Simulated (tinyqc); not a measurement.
What moves the results: polar nitride quantum well with polarisation fields. A value that a table varies takes the place of the one given here.

Growth along [0001]. e_par = (a_sub - a)/a, Ppz = 2 e_par (e31 - e33 C13/C33), P = Psp + Ppz in each layer; strain relaxation and the strain shift of the gaps are left out, although thick layers with more than about 1 % mismatch would relax.

In a periodic stack without free charge the potential drop over a period vanishes: F_w = (P_b - P_w) Lb/(eps0 (eps_w Lb + eps_b Lw)), F_b = -F_w Lw/Lb, eps0 = 8.8541878e-12 F/m; 1 MV/cm = 1e8 V/m = 0.01 V/angstrom.

Envelope functions on cells of 0.25 angstrom over barrier, well, barrier (widths Lb, Lw, Lb), psi = 0 beyond, psi'/m continuous (mean mass between points), c = hbar^2/2m0. With u(z) the integral of e F (F_w in the well, F_b = -F_w Lw/Lb in the barriers, 1 MV/cm = 0.01 V/angstrom), zero at the centre of the well, the electron sees u plus Vc in the barriers and the hole -u plus Vv. The transition is Eg + E_e + E_h; excitons are left out.

Constants: hbar^2/2m0 = 3.80998211 eV angstrom^2; hc = 1239.841984 eV nm.

Parameters, chosen for this exercise (near those of an InGaN well in GaN; not measured data): a_w = 3.282 angstrom (lattice constant a, well); a_b = 3.189 angstrom (lattice constant a, barrier); a_sub = 3.189 angstrom (in-plane lattice constant of the stack); Psp_w = -0.0288 C/m^2 (spontaneous polarisation); Psp_b = -0.0351 C/m^2 (spontaneous polarisation); e31_w = -0.371 C/m^2; e31_b = -0.334 C/m^2; e33_w = 0.701 C/m^2; e33_b = 0.672 C/m^2; C_w = 0.289 (C13/C33); C_b = 0.274 (C13/C33); eps_w = 11.3 (dielectric constant); eps_b = 10.4 (dielectric constant); Lb = 115 angstrom (barrier width); Eg = 2.456 eV (gap of the well); Vc = 0.669 eV (conduction offset); Vv = 0.315 eV (valence offset); me = 0.166 m0 (electron, well); meb = 0.2 m0 (electron, barrier); mh = 1.71 m0 (hole, everywhere); Ls = (12, 18, 24, 30, 36, 45) angstrom (well widths); Lw = 31 angstrom (well width).

## Width of the well

Field, levels and overlap anew for each width.

Results:

| Lw (angstrom) | F_w (MV/cm) | E (eV) | E without field (eV) | overlap^2 | ln overlap^2 |
|---|---|---|---|---|---|
| 12 | -3.539 | 2.7777 | 2.8675 | 0.559 | -0.58 |
| 18 | -3.390 | 2.5435 | 2.7255 | 0.300 | -1.20 |
| 24 | -3.254 | 2.3505 | 2.6449 | 0.116 | -2.16 |
| 30 | -3.128 | 2.1791 | 2.5954 | 0.0340 | -3.38 |
| 36 | -3.011 | 2.0218 | 2.5630 | 0.00792 | -4.84 |
| 45 | -2.852 | 1.8063 | 2.5320 | 0.000628 | -7.37 |

What does this show, and why?

The red shift grows from 90 to 726 meV. The line drops below Eg between 18 and 24 angstrom, which a square well can never do. Over the last two rows dE/dLw = -23.9 meV per angstrom, against -|e F_w| = -28.5 in the last row; the field itself weakens by 19 % over the table, since a wider well shares the drop with the barrier. The overlap falls by a factor 891.

## Screening the field

F_w = -3.1077 MV/cm

Carriers or a semipolar orientation reduce the field; here it is simply scaled in well and barrier.

Results:

| share of the field | F_w (MV/cm) | E (eV) | nm | overlap^2 | separation (angstrom) |
|---|---|---|---|---|---|
| 1.0 | -3.108 | 2.1520 | 576.1 | 0.027 | 21.5 |
| 0.8 | -2.486 | 2.2737 | 545.3 | 0.056 | 19.7 |
| 0.6 | -1.865 | 2.3845 | 520.0 | 0.12 | 17.4 |
| 0.4 | -1.243 | 2.4805 | 499.8 | 0.26 | 14.4 |
| 0.2 | -0.622 | 2.5549 | 485.3 | 0.56 | 9.8 |
| 0.0 | 0.000 | 2.5890 | 478.9 | 0.97 | 0.0 |

What does this show?

Full screening shifts the line by -97.3 nm (+437 meV). The first fifth of the screening gives 122 meV and the last fifth 34 meV; a purely quadratic shift would give a ratio of 9, a linear one 1, and here it is 3.6.

## What each parameter does

Polarisation, field, levels and overlap anew. Each row changes one parameter from the base and keeps the others.

Results:

| case | F_w (MV/cm) | E (eV) | overlap^2 | red shift (meV) |
|---|---|---|---|---|
| base | -3.108 | 2.1520 | 0.027 | 437 |
| Lw = 36 angstrom | -3.011 | 2.0218 | 0.0079 | 541 |
| Lb = 100 angstrom | -3.018 | 2.1713 | 0.030 | 418 |
| a_sub = 3.199 angstrom | -3.088 | 2.1560 | 0.028 | 433 |
| Psp_b = -0.0386 C/m^2 | -3.388 | 2.0943 | 0.020 | 495 |
| e33_w = 0.771 C/m^2 | -3.199 | 2.1333 | 0.024 | 456 |
| eps_w = 12.4 | -2.883 | 2.1971 | 0.035 | 392 |
| mh = 1.2 m0 | -3.108 | 2.1716 | 0.035 | 423 |
| Vc = 0.569 eV | -3.108 | 2.1338 | 0.023 | 449 |

What can be read from the table?

The largest shifts from the base row, up to three for each result and ties (the steps differ in size, so this ranks the rows, not the parameters). F_w (MV/cm): Psp_b -0.280, eps_w +0.225, Lw +0.097; unchanged at the printed digits by mh and Vc. E (eV): Lw -0.1302, Psp_b -0.0577, eps_w +0.0451. overlap^2: Lw -0.0192, eps_w +0.00817, mh +0.00757. red shift (meV): Lw +104, Psp_b +58, eps_w -45.

(tinyqc, `OMP_NUM_THREADS=1 python tinyqc.py 1251080 1251081 out.jsonl`, Intel(R) Xeon(R) Processor @ 2.30GHz, 1 thread, shared host, about 0.06 s.)
